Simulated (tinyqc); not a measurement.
# Body thickness for a wanted scale length

Question. A double-gate structure has tan(pi ti/Lambda) tan(pi ts/(2 Lambda)) = ei/eps_r, both angles below pi/2. Find ts.

Parameters, values chosen for the exercise; permittivities: semiconductor made up, insulator close to that of hafnium oxide: relative permittivity of the semiconductor eps_r = 18; relative permittivity of the insulator ei = 21.9; insulator thickness ti = 10 nm.

Lambda = 23.649820 nm

Solution. The condition is explicit in ts: an arctangent, taken between 0 and pi/2.

ts = 4.400 nm

Program tinyqc, `OMP_NUM_THREADS=1 python tinyqc.py 2420110 2420111 out.jsonl`; Intel Xeon 2.30GHz, shared host, one thread, about 0.01 s.
